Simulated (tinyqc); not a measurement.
Inside a calculation: overlap of hydrogenic dopants: pairs, impurity band and the Mott density. Values are carried at full precision from step to step, so a last printed digit may differ when a step is redone from the rounded ones.

Ry* = Ry m/eps^2, aB = a0 eps/m. For 1s orbitals a distance rho = R/aB apart, in Ry*: overlap S = exp(-rho)(1 + rho + rho^2/3), J = (2/rho)(1 - (1 + rho) exp(-2 rho)) (attraction to the other ion), Kx = 2 (1 + rho) exp(-rho) (exchange of one electron). One electron on a pair has E = -1 - (J +/- Kx)/(1 +/- S), without the repulsion 2/rho of the ions. Hopping after orthogonalisation: t = (Kx - S J)/(1 - S^2), half the splitting. Dopants on a lattice with z neighbours, n = (3 sqrt3/4)/R^3 (bcc), give a band of width B = 2 z t, as on any lattice of two interpenetrating sublattices. Valleys, central cells and disorder are left out.

Constants: Ry = 13.60569312 eV; a0 (Bohr radius) = 0.5291772105 angstrom; hbar = 6.58211957e-16 eV s.

Parameters, chosen for this exercise (an isotropic mass and dielectric constant of the size used for donors in Si; shifted at random, so the results belong to these values and not to a real crystal): m = 0.278 m0 (mass); eps = 11.8 (dielectric constant); N = 0.0042 1/aB^3 (dopant density); rho = 3.5 aB (distance of a pair); u = 0.945 Ry* (cost of a second electron on one dopant); z = 8 (neighbours in the dopant lattice).

## Scales

Form Ry*, aB, and the density N in 1/cm^3 (1/angstrom^3 = 1e24/cm^3).

Ry* = 27.164 meV
aB = 22.461 angstrom
density = 3.706e+17 1/cm^3

## A pair with one electron

Form S, J, Kx, the two levels, t, and the total energy of the lower state with the repulsion, relative to a distant pair (-1).

S, J, Kx: [0.25919, 0.56908, 0.27178]

levels (Ry*): even -1.66778, odd -1.40133

t = 0.13322 Ry*
energy of the pair against a distant one (negative: bound) = -0.09635 Ry*

In this host the pair is 7.9 nm long and its splitting 2t is 7.24 meV.

## The pair with two electrons (two-site Hubbard model)

t is the hopping between the two dopants. Singlet at (u - sqrt(u^2 + 16 t^2))/2 below the triplet at 0; estimate 4 t^2/u; weight of double occupancy (1 - u/sqrt(u^2 + 16 t^2))/2; swap time pi hbar/Jx with Jx the splitting in eV. t and u are in units of Ry*.

singlet-triplet splitting (meV): exact 1.900, 4 t^2/u 2.041

double occupancy = 0.0645
swap time = 1.09 ps

The estimate is 7.4 % too high at 4t/u = 0.56.

## The impurity band at this density

Form R/aB, t, B = 2 z t and N^(1/3) aB. Two estimates of the gap between the Hubbard bands: u - B (rigid bands, closing at B = u) and the Hubbard-III rule, which closes at B = (2/sqrt3) u; give B/u.

R/aB = 6.7628
t = 0.01009 Ry*

B: in Ry* 0.161, in meV 4.385

N^(1/3) aB = 0.1613
B/u = 0.171

Both rules leave a gap: an insulator at T = 0. Mott's screening rule, N^(1/3) aB = 0.26, puts this density on the insulating side.

## Checks

- Overlap S against numerical integration in elliptic coordinates: both 0.25919.

Program tinyqc; command `OMP_NUM_THREADS=1 python tinyqc.py 1481847 1481848 out.jsonl`; about 0.01 s on one thread of a shared Intel(R) Xeon(R) Processor @ 2.30GHz.
